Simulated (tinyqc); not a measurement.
# Electron continuity equation in a given potential, Scharfetter-Gummel discretisation: current and errors against the applied potential

Steady state in one dimension: J = q mu n E + q D dn/dx with E = -dpsi/dx and D = mu Vt, dJ/dx = 0, fixed densities nL and nR at the ends. The potential is given, psi = U (x/L)^2, and is not changed by the electrons.

10 equal intervals. Fluxes J_i = (q D/h)(n_(i+1) P_i - n_i Q_i), d_i = (psi_(i+1) - psi_i)/Vt: Scharfetter-Gummel P = B(d), Q = B(-d), B(d) = d/(exp(d) - 1); central P = 1 - d/2, Q = 1 + d/2; upwind P = 1 + max(-d, 0), Q = 1 + max(d, 0). Balance at each inner node: J_i - J_(i-1) = 0. The reference is Scharfetter-Gummel on 4000 intervals or more. Errors are those of J on the first interval against the reference at its midpoint; errors under 1e-6 % are printed as 0.

Inputs (values chosen for the exercise); mobility that of a made-up semiconductor:
- T = 325 K (temperature)
- mu = 195 cm^2/(V s) (electron mobility)
- L = 0.19 um (length of the region)
- nL = 4.3e13 cm^-3 (density at x = 0)
- nR = 0 cm^-3 (density at x = L)

Constants: q = 1.602176634e-19 C, kB = 1.380649e-23 J/K, Vt = kB T/q. Results are converted to the units shown.

Result of one run:

| U (V) | largest \|d\| | reference J (A/cm^2) | SG error (%) | central error (%) | upwind error (%) | most negative central n (cm^-3), 0 if none |
|---|---|---|---|---|---|---|
| 0.42 | 2.849 | -8.653 | 2.52 | 1.89 | 9.48 | 0 |

What becomes of these results when the potential difference psi(L) - psi(0) U is changed from 0.42 to 0.056 V, all else the same?

Result of the changed run:

| U (V) | largest \|d\| | reference J (A/cm^2) | SG error (%) | central error (%) | upwind error (%) | most negative central n (cm^-3), 0 if none |
|---|---|---|---|---|---|---|
| 0.056 | 0.3799 | -3.310 | 0.334 | 0.193 | 4.15 | 0 |

The whole series:

| U (V) | largest \|d\| | reference J (A/cm^2) | SG error (%) | central error (%) | upwind error (%) | most negative central n (cm^-3), 0 if none |
|---|---|---|---|---|---|---|
| 0.014 | 0.09498 | -2.314 | 0.0834 | 0.0626 | 2.00 | 0 |
| 0.056 | 0.3799 | -3.310 | 0.334 | 0.193 | 4.15 | 0 |
| 0.14 | 0.9498 | -5.004 | 0.836 | 0.595 | 5.23 | 0 |
| 0.28 | 1.900 | -7.065 | 1.68 | 1.26 | 7.39 | 0 |
| 0.42 | 2.849 | -8.653 | 2.52 | 1.89 | 9.48 | 0 |
| 0.62 | 4.206 | -10.51 | 3.74 | 2.80 | 12.2 | 0 |
| 0.84 | 5.699 | -12.24 | 5.10 | 3.81 | 15.0 | 0 |
| 1.3 | 8.819 | -15.22 | 7.98 | 5.92 | 20.5 | 0 |

The reference current falls from -2.31 to -15.2 A/cm^2. The largest errors in size are 8.0 % (Scharfetter-Gummel), 5.9 % (central) and 21 % (upwind).

tinyqc, about 0.01 s, one thread, Intel Xeon 2.30GHz (shared host): `OMP_NUM_THREADS=1 python tinyqc.py 2220131 2220132 out.jsonl`
